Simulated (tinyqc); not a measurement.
## Line constants from open and short measurements

Question. A uniform line of length len, under a quarter wavelength, has Z_open = Zc coth(gamma len) and Z_short = Zc tanh(gamma len); gamma Zc = r + i w l and gamma/Zc = g + i w c, w = 2 pi f. Find r, l and c.

Values chosen for this exercise:
- len = 0.82 mm (length)
- f = 29 GHz (frequency)

Zin with the far end open = 5.219471-55.712834i ohm
Zin with the far end shorted = 27.127507+98.512214i ohm

Answer. The product of the two impedances is Zc^2 and their ratio tanh^2(gamma len); the principal branch holds below a quarter wavelength.

r = 15.54 ohm/mm
l = 0.4680 nH/mm
c = 83.21 pF/m

Computed by the program tinyqc: `OMP_NUM_THREADS=1 python tinyqc.py 2810171 2810172 out.jsonl`, one thread of a shared Intel Xeon 2.30GHz, about 0.01 s for the whole run.
